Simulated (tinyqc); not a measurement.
# Changing the length of a cut fin or stripe

Model: stress in a transistor channel from embedded alloy regions, liners and fins, by half-space elasticity. Computed by tinyqc, a small Python program. Command: `OMP_NUM_THREADS=1 python tinyqc.py 3009651 3009652 out.jsonl stressor sweep`. One thread of a shared host (Intel(R) Xeon(R) Processor @ 2.30GHz), about 0.05 s of CPU time with the checks.

Plane strain in an isotropic half-space, the same constants everywhere; x along the channel from its centre, y downwards from the free surface; stress is positive in tension.

Inputs (values chosen for the exercise, modelled on silicon): height of the strained layer h = 8 nm.

Method. Shear-lag estimate for a stripe of length l and height h on a like substrate: the stress along it is s(x)/s_film = 1 - cosh(x/lam)/cosh(l/(2 lam)), lam = (pi/2) g h with g = 1.258; mean = 1 - (2 lam/l) tanh(l/(2 lam)).

One run for each value:
```
length of a cut fin or stripe (nm)  share kept at the centre  share kept on average
8                                                     0.0312                 0.0208
13                                                    0.0790                 0.0528
22                                                    0.2013                 0.1353
37                                                    0.4339                 0.2956
62                                                    0.7240                 0.5099
100                                                   0.9155                 0.6850
170                                                   0.9908                 0.8140
290                                                   0.9998                 0.8910
480                                                   1.0000                 0.9341
```

Over the rows, share kept at the centre rises from 0.0312 to 1.000 (exponent d ln y / d ln x 1.9 between the first rows and 4.1e-4 between the last); share kept on average rises from 0.0208 to 0.934 (exponent d ln y / d ln x 1.9 between the first rows and 0.094 between the last).

Caution (rows 170, 290, 480): far from the ends the true relaxation falls as h/x, more slowly than the exponential of the shear-lag model.
